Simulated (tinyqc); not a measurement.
Valley-orbit splitting of a donor ground state, with strain: one step, computed by the program tinyqc.

The basis is the 1s envelope in each valley; energies are counted from the unstrained conduction-band edge. The strain is e_s (a a^T - 1/3) for the unit stress axis a, so valley j along n_j moves by Xi_u e_s w_j with w_j = (n_j.a)^2 - 1/3: +1/6 for x and y, -1/3 for z. The splitting at the zone boundary that a [110] shear adds for <100> valleys is left out.

Task: Levels and ground state under strain. Diagonalise H; the ground vector has positive components. The density at the nucleus, and so the contact hyperfine coupling, scales as (sum_j c_j)^2/(number of valleys), which is 1 without strain; the envelopes are held fixed.

Valleys: six along <100>. Stress axis: [110].

H (meV), lower triangle (symmetric):
```
,+x,-x,+y,-y,+z,-z
+x,-39.64106
-x,-1.50000,-39.64106
+y,-2.01000,-2.01000,-39.64106
-y,-2.01000,-2.01000,-1.50000,-39.64106
+z,-2.01000,-2.01000,-2.01000,-2.01000,-39.48789
-z,-2.01000,-2.01000,-2.01000,-2.01000,-1.50000,-39.48789
```

Give: levels; valley amplitudes of the ground state; hyperfine ratio A/A_0.

Result:

levels (meV): [-49.13, -38.14, -38.14, -37.99, -37.12, -37.02]

valley amplitudes of the ground state: +x 0.4100, -x 0.4100, +y 0.4100, -y 0.4100, +z 0.4048, -z 0.4048

hyperfine ratio A/A_0 = 1.0000
